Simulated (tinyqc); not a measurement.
Worked calculation: heavy doping: band filling, gap narrowing, band tails and the effective intrinsic density. Computed by tinyqc, a small Python program that keeps every step. Command: `OMP_NUM_THREADS=1 python tinyqc.py 3019491 3019492 out.jsonl gapnarrow walk`. One thread of a shared host (Intel(R) Xeon(R) Processor @ 2.30GHz), about 0.02 s of CPU time with the checks. Intermediate numbers are printed to about 6 digits and carried at full precision; extremes and crossings named in words are read from the listed rows.

An n-type crystal above its Mott density, with all dopants ionised: n = N_D - N_A, ionised centres N_I = N_D + N_A. Valleys are taken as spherical with mass m_e.

Inputs (values chosen for the exercise, for a model semiconductor): gap E_g = 2.3 eV; electron mass m_e = 0.186 m_0; valleys M_c = 1; hole mass m_h = 0.617 m_0; dielectric constant eps = 9.85; donor density N_D = 1.4e+19 cm^-3; compensation ratio N_A/N_D = 0; temperature T = 300 K.

Conduction band: non-parabolic (Kane).

Constants: a_0 = 0.529177210903 angstrom; Ry = 13.605693123 eV; k_B = 8.617333262e-05 eV/K; hbar^2/(2 m_0) = 3.80998212 eV angstrom^2; e = 1.602176634e-19 C; eps_0 = 8.8541878128e-12 F/m; e^2/(4 pi eps_0) = 14.39964548 eV angstrom.

## Scales

n = N_D (1 - ratio); Ry* = Ry m_e/eps^2, a* = a_0 eps/m_e; r_s = (3/(4 pi n))^(1/3)/a*; k_F = (3 pi^2 n/M_c)^(1/3); Mott density (0.26/a*)^3.

n = 1.40e+19 cm^-3

Ry* = 26.0832 meV

a* = 28.0236 angstrom

r_s = 0.918481

k_F = 0.0745618 1/angstrom

Mott density = 7.98632e+17 cm^-3

## Band filling

n = M_c (1/(2 pi^2)) (m_e/(hbar^2/2m_0))^(3/2) int sqrt(E (1 + aE)) (1 + 2 aE) f dE with a = (1 - m_e)^2/E_g, f = 1/(1 + exp((E - E_F)/k_B T)); trapezoid rule in t = sqrt(E/k_B T), step 0.02 up to 12; E_F by bisection from the band edge. At T = 0, E_F (1 + a E_F) = (hbar^2/2m_0) k_F^2/m_e; dn/dE_F uses f (1 - f)/k_B T in place of f.

E_F above the band edge = 104.159 meV

E_F at T = 0 = 110.369 meV

E_F/k_B T = 4.02906

dn/dE_F = 1.85387e+20 cm^-3/eV

## Screening, narrowing and potential fluctuations

Screening: q^2 = (e/(eps eps_0)) dn/dE_F. Exchange lowers the conduction band by (1/pi) k_F e^2/(4 pi eps_0 eps) (T = 0 Hartree-Fock at k_F, taken as a rigid shift). Screening raises the valence band by (q/2) e^2/(4 pi eps_0 eps) (static Coulomb hole). The narrowing is the sum; electron correlation and carrier-ion shifts are left out. Root-mean-square potential of randomly placed ions: V_rms = (e^2/(4 pi eps_0 eps)) sqrt(2 pi N_I/q).

screening length 1/q = 17.1355 angstrom

exchange term = 34.6962 meV

Coulomb-hole term = 42.6568 meV

gap narrowing = 77.3530 meV

V_rms = 56.7569 meV

V_rms is 0.54 of the larger of E_F and k_B T, so band tails matter. Caution: the screening length is well below a*, where static Thomas-Fermi screening overstates the Coulomb hole.

## What optics and devices see

Absorption edge of a direct gap, from the valence band at k_F (T = 0 value) to the Fermi level: E_g - narrowing + E_F + (hbar^2/2m_0) k_F^2/m_h, k_F = (3 pi^2 n)^(1/3); the shift is the edge less E_g. n p/n_i^2 = exp(narrowing/k_B T) x (n/N) exp(-E_F/k_B T), N being the limit of n exp(-E_F/k_B T) far below the edge (taken at E_F = -12 k_B T); apparent narrowing = k_B T ln(n p/n_i^2).

shift of the absorption edge = 61.1361 meV

absorption edge = 2.36114 eV

apparent narrowing = 22.6153 meV

log10(n p/n_i^2) = 0.379921

Degeneracy takes back 54.7 meV of the 77.4 meV of narrowing, and the minority density stays above its ideal value n_i^2/n.

## Filling against narrowing

The compensation ratio is held; the absorption edge is given only for E_F above 2 k_B T.

Against carrier density (energies in meV):
```
n (cm^-3)      E_F  narrowing  apparent narrowing    V_rms  shift of the absorption edge
1.40e+18    -4.082     36.892             30.8690  25.7108                             -
2.80e+18    19.716     47.372             35.4709  31.8559                             -
5.60e+18    48.998     59.373             36.1087  40.3207                             -
9.80e+18    79.644     70.034             30.5903  49.5188                        36.675
1.40e+19   104.159     77.353             22.6153  56.7569                        61.136
2.20e+19   142.989     87.423              5.5403  67.7203                       101.968
3.50e+19   194.863     99.008            -22.7456  81.3438                       159.091
5.60e+19   263.711    112.407            -66.0440  97.9153                       237.810
```

Narrowing grows with exponent 0.27 between the last rows (exchange goes as n^(1/3), the Coulomb hole as n^(1/6) in a degenerate parabolic band) and E_F with 0.64 (2/3 for a parabolic band at T = 0, towards 1/3 in a Kane band). The apparent narrowing peaks at 36.1 meV near 5.6e18 cm^-3 and then falls, as E_F grows faster than the narrowing. In rows with E_F below 2 k_B T the T = 0 exchange term is overstated. Where V_rms is above half of E_F, band tails blur the edge by more than small net shifts. Filling outweighs narrowing at the absorption edge in every degenerate row (a net Burstein-Moss blue shift).

Checks made by the program: E_F at low temperature against the T = 0 value (relative difference 3e-04).
